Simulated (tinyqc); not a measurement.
Inversion-layer mobility, back-scattering and ballistic limit of a field-effect transistor. From one set of inputs to another, one input at a time. Computed by tinyqc, a small Python program. Command: `OMP_NUM_THREADS=1 python tinyqc.py 3025029 3025030 out.jsonl mos ladder`. One thread of a shared host (Intel(R) Xeon(R) Processor @ 2.30GHz), about 0.01 s of CPU time with the checks.

The charge at the top of the source barrier is fixed by the gate; series resistance and short-channel effects are left out. F_j are Fermi integrals normalised to exp(eta) in the classical limit.

The inputs printed are set A. Set A is modelled on a germanium p-channel; the values taken over come from a set modelled on a silicon p-channel. Inputs not listed in the table keep their values of set A, so the rows need not describe a real material.

Inputs (values chosen for the exercise, modelled on a germanium p-channel):
```
quantity                                       value        unit
transport mass m                                 0.2         m_0
valley degeneracy g_v                              1           -
weight w of the inversion charge               0.333           -
permittivity eps                                  16           -
phonon mobility at 1 MV/cm and 300 K, mu_ph      280  cm^2/(V s)
roughness mobility at 1 MV/cm, mu_sr             360  cm^2/(V s)
Coulomb mobility at N_inv = 1e12/cm^2, mu_C      620  cm^2/(V s)
electrical oxide thickness t_inv                   3          nm
depletion charge N_dep                       8.4e+11      1/cm^2
gate overdrive V_G - V_T                        0.13           V
drain voltage V_D                                1.2           V
channel length L                                  62          nm
exponent a of the critical length               0.75           -
temperature T                                    300           K
```

Statistics at the top of the barrier: non-degenerate.

Constants: eps_0 = 8.8541878128e-12 F/m; e = 1.602176634e-19 C; m_0 = 9.1093837015e-31 kg; k_B = 1.380649e-23 J/K; hbar = 1.054571817e-34 J s; k_B = 8.617333262e-05 eV/K.

Method:
- N_inv = 3.9 eps_0 (V_G - V_T)/(e t_inv); effective field E_eff = e (N_dep + w N_inv)/(eps eps_0).
- mu_phonon = mu_ph (E_eff/1 MV/cm)^(-0.3) (T/300 K)^(-1.75); mu_rough = mu_sr (E_eff/1 MV/cm)^(-2); mu_Coulomb = mu_C (N_inv/1e12 cm^-2) (T/300 K); Matthiessen's rule adds 1/mu.
- Non-degenerate: every F_j(eta) is replaced by exp(eta).
- Ballistic channel: N_2D = g_v m k_B T/(pi hbar^2), U = e V_D/(k_B T); eta_F solves N_inv = (N_2D/2)[F_0(eta_F) + F_0(eta_F - U)]; v_T = sqrt(2 k_B T/(pi m)); I/W = e (N_2D/2) v_T [F_1/2(eta_F) - F_1/2(eta_F - U)]; injection velocity v_T F_1/2(eta_F)/F_0(eta_F).
- Mean free path lambda = (2 k_B T/e)(mu/v_T) F_0(eta_0)/F_-1/2(eta_0), with eta_0 from N_inv = N_2D F_0(eta_0); critical length l = L (1 + U)^(-a), an empirical rule; back-scattering r = l/(l + lambda). Then eta solves N_inv = (N_2D/2)[(1 + r) F_0(eta) + (1 - r) F_0(eta - U)] and I/W = e (N_2D/2) v_T (1 - r)[F_1/2(eta) - F_1/2(eta - U)].
- Ballistic ratio: I over the ballistic current. Apparent mobility 1/(1/mu + 1/mu_B), mu_B = mu L/lambda.

Each row keeps all changes above it:
```
input moved                                                  from       to  effective mobility mu (cm^2/(V s))  ballistic ratio  injection velocity (1e7 cm/s)
set A                                                           -        -                              269.44          0.62791                         1.2030
depletion charge N_dep (1/cm^2)                           8.4e+11  6.1e+11                              280.18          0.63699                         1.2030
Coulomb mobility at N_inv = 1e12/cm^2, mu_C (cm^2/(V s))      620      410                              224.54          0.58442                         1.2030
channel length L (nm)                                          62      120                              224.54          0.42082                         1.2030
electrical oxide thickness t_inv (nm)                           3      4.4                              178.40          0.36599                         1.2030
drain voltage V_D (V)                                         1.2     0.56                              178.40          0.24914                         1.2030
phonon mobility at 1 MV/cm and 300 K, mu_ph (cm^2/(V s))      280      110                              120.31          0.18285                         1.2030
roughness mobility at 1 MV/cm, mu_sr (cm^2/(V s))             360      170                              119.92          0.18237                         1.2030
```

Effective mobility mu goes from 269 to 120, a factor 0.445 in all. The largest single move comes from phonon mobility at 1 MV/cm and 300 K, mu_ph (a factor 0.674). Ballistic ratio goes from 0.628 to 0.182, a factor 0.290 in all. The largest single move comes from drain voltage V_D (a factor 0.681). The single moves hold for this order of the switches; the total does not depend on the order.

Caution (all rows): eta_F is above -1, so the non-degenerate formulas understate the injection velocity and the current. Caution (all rows): the current exceeds the long-channel drift law, so the empirical rule for l, meant for short channels, is too generous here.

Extremes, crossings and ranges named in words are read from the listed rows.
